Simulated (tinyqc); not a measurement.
Worked calculation: tight binding, honeycomb lattice. One step of it, computed by the program tinyqc.

Problem. Levels at k. Diagonalise the Hermitian matrix.

H(k) at k (eV):
```
,A,B
A,0.370519,-3.022392-3.992330i
B,-3.022392+3.992330i,0.030662
```

Give: eigenvalues; weights |c|^2 of the basis functions.

Solution.

eigenvalues (eV): -4.8096  5.2108

weights |c|^2 of the basis functions:
```
,band 1,band 2
A,0.4830,0.5170
B,0.5170,0.4830
```
